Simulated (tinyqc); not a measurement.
Arrhenius fit: deep-level transient spectroscopy (DLTS) of one majority-carrier trap. Computed by tinyqc, a small Python program. Command: `OMP_NUM_THREADS=1 python tinyqc.py 3026445 3026446 out.jsonl dlts walk`. One thread of a shared host (Intel(R) Xeon(R) Processor @ 2.30GHz), about 0.07 s of CPU time with the checks.

A filling pulse loads the traps in a one-sided junction; under reverse bias they empty at the rate e, and the capacitance relaxes as C(t) = C_0 - dC exp(-e t). The signal is S = [C(t_2) - C(t_1)]/dC.

Inputs (values chosen for the exercise, with mass and screening modelled on germanium):
```
quantity                  value  unit
density-of-states mass m  0.223   m_0
valleys M                     4     -
trap depth E_t            0.232    eV
cross-section sigma_0     2e-17  cm^2
degeneracy ratio g          0.5     -
gate time t_1             0.002     s
ratio t_2/t_1                10     -
dielectric constant eps    16.7     -
mean field F              21000  V/cm
```

Carriers: electrons. Extra term: Poole-Frenkel lowering.

Constants: k_B = 8.617333262e-05 eV/K; k_B = 1.380649e-23 J/K; m_0 = 9.1093837015e-31 kg; h = 6.62607015e-34 J s; e = 1.602176634e-19 C; eps_0 = 8.8541878128e-12 F/m.

Method:
- e = g sigma v N_b exp(-E/k_B T), v = sqrt(3 k_B T/m), N_b = 2 M (2 pi m k_B T/h^2)^(3/2), sigma = sigma_0, E = E_t - dE with the one-dimensional Poole-Frenkel lowering dE = sqrt(e^3 F/(pi eps eps_0)), F being held as an input apart from the bias (the centre is charged when empty).
- S(e) = exp(-e t_1) - exp(-e t_2) peaks at the rate window e_0 = ln(t_2/t_1)/(t_2 - t_1).
- t_1 is scaled by 0.1, 0.3, 1, 3, 10 and 30 at fixed t_2/t_1; each T_p by bisection.
- Least squares of ln(e_0/T_p^2) on 1/(k_B T_p): slope -E_a, intercept ln(gamma sigma_a) with gamma = v N_b/T^2 = sqrt(3 k_B/m) 2 M (2 pi m k_B/h^2)^(3/2). For comparison, the slope of ln e_0 alone.

Arrhenius data:
```
t_1 (s)    e_0 (1/s)  T_p (K)  1/(k_B T_p) (1/eV)  ln(e_0/T_p^2)
0.0002   1.27921e+03  176.668             65.6854       -3.19455
0.0006   4.26405e+02  164.906             70.3703       -4.15537
0.0020   1.27921e+02  153.604             75.5485       -5.21733
0.0060   4.26405e+01  144.498             80.3093       -6.19372
0.0200   1.27921e+01  135.627             85.5620       -7.27099
0.0600   4.26405e+00  128.391             90.3841       -8.25994
```

apparent depth E_a = 0.20509 eV

intercept = 10.277

gamma = 2.9048e+21 cm^-2 s^-1 K^-2

apparent cross-section = 1.0000e-17 cm^2

slope without T^2 = 0.23089 eV

The apparent depth is 0.2051 eV against E_t = 0.232 eV, and the apparent cross-section is 0.500 times sigma_0 (the degeneracy ratio): the field lowers the slope, so the depth must be extrapolated to zero field against sqrt(F). Leaving out the T^2 factor overstates the slope by 26 meV, about 2 k_B T_p.

Extremes, crossings and ranges named in words are read from the listed rows.
